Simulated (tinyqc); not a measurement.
Resistance of a tapered via with liner, size effect and interface: one step of the calculation.

A round via whose diameter grows from db at the bottom as D(z) = db + 2 z/tan(ang). The fill, of diameter D - 2 tl, starts above the bottom liner (thickness fb tl) and has rho = rho0 (1 + ks lam/(D - 2 tl)); the sidewall liner conducts in parallel with it. The bottom liner and the interface are crossed over the full area pi db^2/4. Spreading in the lines above and below is left out.

Problem. Slices of the via. Slices between z0 = fb tl and hv, evaluated at their midpoints: conductance per length pi/4 [(D - 2 tl)^2/rho + (D^2 - (D - 2 tl)^2)/rl], slice resistance = slice height over that. 7 slices.

Values chosen for this exercise; fill metal close to copper: diameter at the bottom db = 24 nm; height hv = 69 nm; sidewall angle ang = 85 degrees; bulk resistivity of the fill rho0 = 1.71 uohm cm; mean free path of the fill lam = 39.5 nm; size-effect factor ks = 1; liner on the sidewall tl = 2.1 nm; liner at the bottom over that on the sidewall fb = 0.5; resistivity of the liner rl = 460 uohm cm.

Give: z; D; rho; slice resistance.

Solution.

z, slice 0 to 6 (nm): [5.904, 15.61, 25.32, 35.02, 44.73, 54.44, 64.15]
D, slice 0 to 6 (nm): [25.03, 26.73, 28.43, 30.13, 31.83, 33.53, 35.22]
rho, slice 0 to 6 (uohm cm): [4.952, 4.708, 4.498, 4.315, 4.155, 4.013, 3.887]
slice resistance, slice 0 to 6 (ohm): [1.404, 1.141, 0.9434, 0.7907, 0.6708, 0.5752, 0.4979]

Program tinyqc, `OMP_NUM_THREADS=1 python tinyqc.py 2750182 2750183 out.jsonl`; Intel Xeon 2.30GHz, shared host, one thread, about 0.01 s.
